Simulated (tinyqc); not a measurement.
Lattice vibrations of a chain, step by step. One step of it, computed by the program tinyqc.

Task: Frequencies. omega^2 are the eigenvalues; wavenumber = 521.4708 sqrt(eigenvalue) 1/cm.

D(q) (eV/(angstrom^2 u)):
```
,1,2
1,0.106061,-0.032152+0.038441i
2,-0.032152-0.038441i,0.062950
```

Give: eigenvalues; wavenumbers; weights |e|^2 of the mass-weighted modes.

Result:

eigenvalues: 0.0300  0.1391

wavenumbers (1/cm): 90.2  194.5

weights |e|^2 of the mass-weighted modes:
```
,mode 1,mode 2
atom 1,0.3024,0.6976
atom 2,0.6976,0.3024
```
